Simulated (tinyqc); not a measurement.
# MOSFET in the linear regime without short-channel effects, parameter extraction from computed curves: extraction methods against the second mobility attenuation factor

Inversion charge Q = Cox n Vt W0(exp((Vg - VT)/(n Vt))), W0 the Lambert function and n = nf; u = Q/Cox; mobility mu = mu0/(1 + th1 u + th2 u^2); channel resistance Rch = (L - dL)/(W mu Q); Id = Vd/(Rch + Rsd/W). Cox = eps0 eox/tox. Small Vd, no channel-length or drain effects.

From the continuous curve Id(Vg): tangent at peak gm (V_ext = Vg - Id/gm); constant current Id = 0.1 uA W/L; peak of d2Id/dVg2; Y = Id/sqrt(gm) drawn through Vg = VT + 0.6 and VT + 0.8 V, with intercept VT_Y and slope s. Mobilities gm,max L/(W Cox Vd) and s^2 L/(W Cox Vd) with the drawn L. Last column: share of Rsd/W in the total resistance at VT + 0.8 V.

Inputs (values chosen for the exercise); channel values of the order met in silicon transistors: temperature T = 400 K; relative permittivity of the gate insulator (close to silicon dioxide) eox = 3.9; insulator thickness tox = 3.7 nm; low-field mobility mu0 = 89 cm^2/(V s); first mobility attenuation factor th1 = 0.18 1/V; threshold voltage VT = 0.69 V; body factor nf = 1.05; gate width W = 10 um; drawn gate length L = 0.83 um; drawn less effective length dL = 0.014 um; source plus drain resistance Rsd = 510 ohm um; drain voltage Vd = 0.01 V.

Constants: q = 1.602176634e-19 C, kB = 1.380649e-23 J/K, Vt = kB T/q, eps0 = 8.8541878128e-14 F/cm where lengths are in cm. Results are converted to the units shown.

Extraction methods against the second mobility attenuation factor:
```
th2 (1/V^2),V_ext (V),constant current (V),second derivative (V),VT_Y (V),mobility from gm (cm^2/(V s)),mobility from Y (cm^2/(V s)),series share (%)
0,0.707,0.856,0.681,0.736,70.7,80.5,3.10
0.06,0.705,0.856,0.681,0.750,69.9,86.1,3.02
0.12,0.703,0.856,0.681,0.764,69.2,92.2,2.95
0.18,0.701,0.856,0.681,0.778,68.6,98.9,2.89
0.24,0.700,0.856,0.681,0.793,68.1,106,2.82
0.3,0.699,0.856,0.681,0.807,67.6,115,2.76
0.36,0.698,0.856,0.681,0.821,67.2,124,2.70
```

The model has VT = 0.69 V and mu0 = 89 cm^2/(V s). Over the table the extracted thresholds move by 9.6 mV (tangent), 0.85 mV (constant current), under 0.5 mV (second derivative), 85 mV (Y function). The mobility from gm falls from 70.7 to 67.2 and that from Y rises from 80.5 to 124 cm^2/(V s).

tinyqc, about 0.01 s, one thread, Intel Xeon 2.30GHz (shared host): `OMP_NUM_THREADS=1 python tinyqc.py 2210121 2210122 out.jsonl`
